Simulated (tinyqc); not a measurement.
Inside a calculation. Method: Pariser-Parr-Pople SCF with singles CI, for the molecule C1=Nc2ccccc21 (SMILES; centres numbered as the heavy atoms are written). Computed by tinyqc, a small Python program that keeps every step. Settings: charge = 0, gamma = Ohno, start = core, damping = 0.5, iteration cap = 61, excitations kept = 9. Command: `OMP_NUM_THREADS=1 python tinyqc.py 31322 31323 out.jsonl` (the two numbers bound the seeds that draw the settings). One thread of a shared host (Intel(R) Xeon(R) Processor @ 2.60GHz), about 0.01 s of CPU time with the checks. Later iterations appear only in the table of the cycle.

## PPP integrals

Centres (angstrom, eV; a flat drawing with bonds scaled to 1.40 angstrom):
```
centre         x         y  core charge z         W  gamma_rr
1C      -1.95900   0.70000              1  11.16000  11.13000
2N      -1.95900  -0.70000              1  14.10000  12.30000
3C      -0.55900  -0.70000              1  11.16000  11.13000
4C       0.65300  -1.40000              1  11.16000  11.13000
5C       1.86600  -0.70000              1  11.16000  11.13000
6C       1.86600   0.70000              1  11.16000  11.13000
7C       0.65300   1.40000              1  11.16000  11.13000
8C      -0.55900   0.70000              1  11.16000  11.13000
```

Resonance integrals (eV):
```
i  j      beta
1  2  -2.51000
2  3  -2.51000
3  4  -2.39000
4  5  -2.39000
5  6  -2.39000
6  7  -2.39000
7  8  -2.39000
8  1  -2.39000
8  3  -2.39000
```

Ohno: gamma = 14.399645/sqrt(R^2 + a^2), a = 2 x 14.399645/(gamma_rr + gamma_ss); H_rr = -W_r - sum_(s != r) z_s gamma_rs; H_rs = beta for bonds.

repulsion gamma_rs (eV):
```
          1C        2N        3C        4C        5C        6C        7C        8C
1C  11.13000   7.72920   6.08831   4.00820   3.36937   3.56614   4.80352   7.55386
2N   7.72920  12.30000   7.72920   4.84768   3.58410   3.38450   4.03375   6.17900
3C   6.08831   7.72920  11.13000   7.55496   5.23902   4.66831   5.23960   7.55386
4C   4.00820   4.84768   7.55496  11.13000   7.55244   5.23876   4.66846   5.23960
5C   3.36937   3.58410   5.23902   7.55244  11.13000   7.55386   5.23876   4.66831
6C   3.56614   3.38450   4.66831   5.23876   7.55386  11.13000   7.55244   5.23902
7C   4.80352   4.03375   5.23960   4.66846   5.23876   7.55244  11.13000   7.55496
8C   7.55386   6.17900   7.55386   5.23960   4.66831   5.23902   7.55496  11.13000
```

core matrix H (eV):
```
           1C         2N         3C         4C         5C         6C         7C         8C
1C  -48.27860   -2.51000    0.00000    0.00000    0.00000    0.00000    0.00000   -2.39000
2N   -2.51000  -51.58743   -2.51000    0.00000    0.00000    0.00000    0.00000    0.00000
3C    0.00000   -2.51000  -55.23326   -2.39000    0.00000    0.00000    0.00000   -2.39000
4C    0.00000    0.00000   -2.39000  -50.27011   -2.39000    0.00000    0.00000    0.00000
5C    0.00000    0.00000    0.00000   -2.39000  -48.36586   -2.39000    0.00000    0.00000
6C    0.00000    0.00000    0.00000    0.00000   -2.39000  -48.36304   -2.39000    0.00000
7C    0.00000    0.00000    0.00000    0.00000    0.00000   -2.39000  -50.25150   -2.39000
8C   -2.39000    0.00000   -2.39000    0.00000    0.00000    0.00000   -2.39000  -55.14862
```

## Starting guess

pi electrons, sum of z_r less the charge = 8

Orbitals of the core matrix H.

P at the start:
```
          1C        2N        3C        4C        5C        6C        7C        8C
1C   0.46813   0.70923  -0.07496  -0.28281  -0.08534   0.07784   0.17932   0.28811
2N   0.70923   1.56577   0.24244  -0.18806   0.00869   0.14211   0.01411  -0.24957
3C  -0.07496   0.24244   1.57617   0.62062   0.03043  -0.23868  -0.28916   0.27740
4C  -0.28281  -0.18806   0.62062   0.71375   0.50257   0.33065   0.12748  -0.19846
5C  -0.08534   0.00869   0.03043   0.50257   0.61354   0.60490   0.42036  -0.21720
6C   0.07784   0.14211  -0.23868   0.33065   0.60490   0.70254   0.59187  -0.05251
7C   0.17932   0.01411  -0.28916   0.12748   0.42036   0.59187   0.69733   0.49916
8C   0.28811  -0.24957   0.27740  -0.19846  -0.21720  -0.05251   0.49916   1.66278
```

## Iteration 1: Fock matrix

F_rr = H_rr + P_rr gamma_rr / 2 + sum_(s != r) P_ss gamma_rs; F_rs = H_rs - P_rs gamma_rs / 2; E = tr P (H + F) / 2 + core repulsion sum_(r<s) z_r z_s gamma_rs.

F (eV):
```
          1C        2N        3C        4C        5C        6C        7C        8C
1C  -0.63165  -5.25090   0.22820   0.56678   0.14377  -0.13880  -0.43069  -3.47819
2N  -5.25090  -5.03325  -3.44692   0.45582  -0.01557  -0.24048  -0.02847   0.77106
3C   0.22820  -3.44692  -3.40915  -4.73439  -0.07972   0.55712   0.75755  -3.43773
4C   0.56678   0.45582  -4.73439  -4.64162  -4.28783  -0.86609  -0.29756   0.51992
5C   0.14377  -0.01557  -0.07972  -4.28783  -7.39185  -4.67465  -1.10109   0.50699
6C  -0.13880  -0.24048   0.55712  -0.86609  -4.67465  -7.77500  -4.62502   0.13754
7C  -0.43069  -0.02847   0.75755  -0.29756  -1.10109  -4.62502  -5.13339  -4.27556
8C  -3.47819   0.77106  -3.43773   0.51992   0.50699   0.13754  -4.27556  -5.22515
```

pi energy = -102.01598 eV

## Iteration 1: orbitals and new P

Diagonalise F (the basis is taken as orthonormal) and form P = 2 sum c c over the lowest orbitals; 0.5 of the old P is kept.

orbital energies (eV): -15.55344  -11.41815  -10.03267  -7.12258  -2.47609  -0.20797  1.50135  6.06849

P after iteration 1:
```
          1C        2N        3C        4C        5C        6C        7C        8C
1C   0.50603   0.74804   0.03884  -0.25809  -0.10865   0.10029   0.15734   0.24930
2N   0.74804   1.49470   0.26686  -0.16754   0.02730   0.14103  -0.09799  -0.21011
3C   0.03884   0.26686   1.22713   0.66461   0.08098  -0.29827  -0.19290   0.37332
4C  -0.25809  -0.16754   0.66461   0.85977   0.56004   0.12758  -0.02119  -0.06079
5C  -0.10865   0.02730   0.08098   0.56004   0.78027   0.64173   0.24213  -0.27781
6C   0.10029   0.14103  -0.29827   0.12758   0.64173   0.90203   0.59238  -0.07447
7C   0.15734  -0.09799  -0.19290  -0.02119   0.24213   0.59238   0.79139   0.61380
8C   0.24930  -0.21011   0.37332  -0.06079  -0.27781  -0.07447   0.61380   1.43868
```

## Iteration 2: Fock matrix

As before.

F (eV):
```
          1C        2N        3C        4C        5C        6C        7C        8C
1C  -2.47762  -5.40087  -0.11824   0.51723   0.18304  -0.17883  -0.37789  -3.33157
2N  -5.40087  -6.89985  -3.54129   0.40608  -0.04893  -0.23866   0.19763   0.64914
3C  -0.11824  -3.54129  -3.96210  -4.90056  -0.21212   0.69621   0.50536  -3.79999
4C   0.51723   0.40608  -4.90056  -5.08931  -4.50484  -0.33418   0.04945   0.15925
5C   0.18304  -0.04893  -0.21212  -4.50484  -6.36325  -4.81377  -0.63423   0.64844
6C  -0.17883  -0.23866   0.69621  -0.33418  -4.81377  -6.83883  -4.62696   0.19508
7C  -0.37789   0.19763   0.50536   0.04945  -0.63423  -4.62696  -5.17462  -4.70861
8C  -3.33157   0.64914  -3.79999   0.15925   0.64844   0.19508  -4.70861  -5.96250
```

pi energy = -105.50310 eV

## Iteration 2: orbitals and new P

As before.

orbital energies (eV): -15.04477  -12.74553  -10.77603  -8.54630  -1.95920  0.16548  1.22322  4.91506

P after iteration 2:
```
          1C        2N        3C        4C        5C        6C        7C        8C
1C   0.53942   0.77732   0.09214  -0.24504  -0.11609   0.10414   0.14841   0.23138
2N   0.77732   1.45725   0.26315  -0.14629   0.04458   0.12855  -0.15341  -0.19068
3C   0.09214   0.26315   1.03949   0.68898   0.09982  -0.32308  -0.13959   0.43068
4C  -0.24504  -0.14629   0.68898   0.94578   0.58466   0.02947  -0.10975   0.00639
5C  -0.11609   0.04458   0.09982   0.58466   0.85712   0.66654   0.15372  -0.30400
6C   0.10414   0.12855  -0.32308   0.02947   0.66654   0.99768   0.59339  -0.08505
7C   0.14841  -0.15341  -0.13959  -0.10975   0.15372   0.59339   0.84008   0.66753
8C   0.23138  -0.19068   0.43068   0.00639  -0.30400  -0.08505   0.66753   1.32317
```

## Iteration 3: Fock matrix

As before.

F (eV):
```
          1C        2N        3C        4C        5C        6C        7C        8C
1C  -3.41746  -5.51402  -0.28049   0.49109   0.19557  -0.18569  -0.35646  -3.26390
2N  -5.51402  -7.82353  -3.52695   0.35457  -0.07988  -0.21754   0.30941   0.58910
3C  -0.28049  -3.52695  -4.21090  -4.99260  -0.26147   0.75412   0.36571  -4.01664
4C   0.49109   0.35457  -4.99260  -5.37238  -4.59780  -0.07719   0.25617  -0.01674
5C   0.19557  -0.07988  -0.26147  -4.59780  -5.85237  -4.90748  -0.40265   0.70957
6C  -0.18569  -0.21754   0.75412  -0.07719  -4.90748  -6.39648  -4.63076   0.22278
7C  -0.35646   0.30941   0.36571   0.25617  -0.40265  -4.63076  -5.22357  -4.91159
8C  -3.26390   0.58910  -4.01664  -0.01674   0.70957   0.22278  -4.91159  -6.32343
```

pi energy = -107.42511 eV

## Iteration 3: orbitals and new P

As before.

orbital energies (eV): -15.21226  -13.10362  -11.16267  -9.20885  -1.94858  0.27606  1.26685  4.47295

P after iteration 3:
```
          1C        2N        3C        4C        5C        6C        7C        8C
1C   0.56557   0.79815   0.11677  -0.23749  -0.11756   0.10173   0.14422   0.22299
2N   0.79815   1.43572   0.25092  -0.12829   0.05734   0.11605  -0.18148  -0.18050
3C   0.11677   0.25092   0.93759   0.70180   0.10490  -0.33176  -0.10866   0.46600
4C  -0.23749  -0.12829   0.70180   0.99716   0.59465  -0.01803  -0.16316   0.03902
5C  -0.11756   0.05734   0.10490   0.59465   0.89183   0.68252   0.10943  -0.31455
6C   0.10173   0.11605  -0.33176  -0.01803   0.68252   1.04418   0.59423  -0.08997
7C   0.14422  -0.18148  -0.10866  -0.16316   0.10943   0.59423   0.86600   0.69206
8C   0.22299  -0.18050   0.46600   0.03902  -0.31455  -0.08997   0.69206   1.26195
```

## Convergence

Stop when output and input P, before any damping, agree to 1e-7.

Course of the cycle:
```
iteration        E (eV)  largest |P(out) - P(in)|
1          -102.0159824                  6.98e-01
2          -105.5031010                  3.75e-01
3          -107.4251086                  2.04e-01
4          -108.4540617                  1.11e-01
5          -108.9965924                  6.12e-02
6          -109.2804838                  3.34e-02
7          -109.4285754                  1.79e-02
8          -109.5058226                  1.35e-02
9          -109.5462154                  1.06e-02
10         -109.5674432                  8.38e-03
11         -109.5786890                  6.59e-03
...                 ...                       ...
51         -109.5927778                  4.90e-05
52         -109.5927778                  4.39e-05
53         -109.5927779                  3.93e-05
54         -109.5927779                  3.52e-05
55         -109.5927779                  3.15e-05
56         -109.5927780                  2.82e-05
57         -109.5927780                  2.52e-05
58         -109.5927780                  2.26e-05
59         -109.5927780                  2.02e-05
60         -109.5927780                  1.81e-05
61         -109.5927780                  1.62e-05
```

Not converged within 61 iterations: the residual falls steadily but slowly, by a factor of about 0.90 a step. Reruns (cap 100 unless said): damping 0: converged in 52 (E = -109.59278); the original settings with a cap of 400: converged in 107 (E = -109.59278).
